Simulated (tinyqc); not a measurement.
## Trapped share and trap depth from dynamic on-resistance

Question. Traps remove the share ft of the electrons in the drain access (length Ld, sheet resistance Rsh before stress), so Ron grows by Rsh Ld ft/(1 - ft). The recovery time goes as T^(-2) exp(q Ea/(kB T)). Find ft and Ea.

Parameters, values chosen for the exercise:
- Ld = 8 um (drain access length)

Constants: q = 1.602176634e-19 C, kB = 1.380649e-23 J/K. Results are converted to the units shown.

Ron before and just after an off-state stress (ohm mm): [4.6891103, 5.3669284]
Rsh = 361.20570 ohm
recovery times at 340 and 410 K (s): [0.025, 0.0013237522]

Answer. The rise of Ron over Rsh Ld is ft/(1 - ft); ln(t T^2) is linear in 1/T.

ft = 0.190
Ea = 0.440 eV

Numbers from tinyqc (`OMP_NUM_THREADS=1 python tinyqc.py 2570018 2570019 out.jsonl`; about 0.02 s on one thread of a shared Intel Xeon 2.30GHz).
